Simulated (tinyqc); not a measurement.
# Bandgap voltage reference from two bipolar transistors: effect of the temperature coefficient of both resistors

Two transistors of area 1 and N carry the same current I. Is(T) = Is (T/T0)^eta exp[(Vg0 q/kB)(1/T0 - 1/T)], VBE1 = Vt ln(I/Is(T)) + I rb, VBE2 = Vt ln(I/(N Is(T))) + I rb/N. The amplifier forces I R1(T) = VBE1 - VBE2 + Vos, with R(T) = R (1 + tc (T - T0)) for both resistors, and the output is Vref = VBE1 + I R2(T). Base currents and the Early effect are neglected.

Vt = kB T/q; I = (Vt ln N + Vos)/(R1(T) - rb (1 - 1/N)). Box coefficient: span of Vref between 233 and 398 K over its average over T and over 165 K. The last column is the R2 that gives zero slope at T0.

Parameters, values chosen for the exercise; values of the order met in silicon bipolar transistors:
- T0 = 298 K (reference temperature)
- Vg0 = 1.18 V (band-gap voltage extrapolated to 0 K)
- eta = 4 (temperature exponent of the saturation current)
- Is = 1.5e-17 A (saturation current of the unit transistor at T0)
- N = 24 (area ratio of the second transistor)
- R1 = 29 kohm (resistor across which the difference of VBE falls, at T0)
- Vos = 0.1 mV (offset of the amplifier)
- rb = 37 ohm (series resistance of the unit transistor)
- R2 = 223.3 kohm (output resistor at T0)

Constants: q = 1.602176634e-19 C, kB = 1.380649e-23 J/K. Results are converted to the units shown.

Effect of the temperature coefficient of both resistors:

| tc (ppm/K) | I at T0 (uA) | Vref at T0 (V) | slope at T0 (uV/K) | box coefficient (ppm/K) | R2 for zero slope (kohm) |
|---|---|---|---|---|---|
| -2000 | 2.821 | 1.297 | 183.6 | 140.2 | 203.9 |
| -1000 | 2.821 | 1.297 | 157.0 | 115.0 | 206.7 |
| 0 | 2.821 | 1.297 | 130.4 | 91.41 | 209.5 |
| 1000 | 2.821 | 1.297 | 103.8 | 69.14 | 212.3 |
| 2000 | 2.821 | 1.297 | 77.22 | 48.80 | 215.1 |
| 3000 | 2.821 | 1.297 | 50.63 | 33.18 | 217.9 |

As tc goes from -2000 to 3000, Vref stays at 1.297 V and the box coefficient falls from 140 to 33.2 ppm/K.

Program tinyqc, `OMP_NUM_THREADS=1 python tinyqc.py 2062072 2062073 out.jsonl`; Intel Xeon 2.30GHz, shared host, one thread, about 0.02 s.
